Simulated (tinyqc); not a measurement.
Temperatures in a stack of 3 dies with leakage feedback: one step of the calculation.

One-dimensional heat flow to a sink below die 0. The power of each die is released in a plane at its top; from the plane of die j > 0 heat crosses its silicon (ts), a bond layer and the wiring of die j - 1; from die 0 it crosses t0, paste and sink. Copper shares the path through bond and wiring in parallel: k_eff = fm km + (1 - fm) k. Silicon is taken at the temperature of the plane above it. Leakage is P_l exp((T - 350 K)/Tl).

Task. Resistances per area at 300 K. R = thickness/conductivity for each layer.

Values chosen for this exercise; conductivities of the order met in silicon, wiring layers, bonds and pastes: conductivity of silicon at 300 K k0 = 138 W/(m K); thickness of a thinned die ts = 20 um; thickness of the die next to the sink t0 = 775 um; thickness of the wiring layers tb = 10 um; conductivity of the wiring layers kb = 1.7 W/(m K); thickness of a bond layer tg = 1 um; conductivity of the bond dielectric kg = 1.6 W/(m K); area share of copper through bond and wiring fm = 0.01; conductivity of copper km = 390 W/(m K); paste and lid Rt = 0.15 K cm^2/W; heat sink Rs = 0.84 K cm^2/W.

Wanted: thick die; thinned die; k_eff of the bond; k_eff of the wiring; bond plus wiring; paste plus sink.

Result.

thick die = 0.056159 K cm^2/W
thinned die = 0.0014493 K cm^2/W
k_eff of the bond = 5.4840 W/(m K)
k_eff of the wiring = 5.5830 W/(m K)
bond plus wiring = 0.019735 K cm^2/W
paste plus sink = 0.99000 K cm^2/W

tinyqc, about 0.03 s, one thread, Intel Xeon 2.30GHz (shared host): `OMP_NUM_THREADS=1 python tinyqc.py 2162123 2162124 out.jsonl`
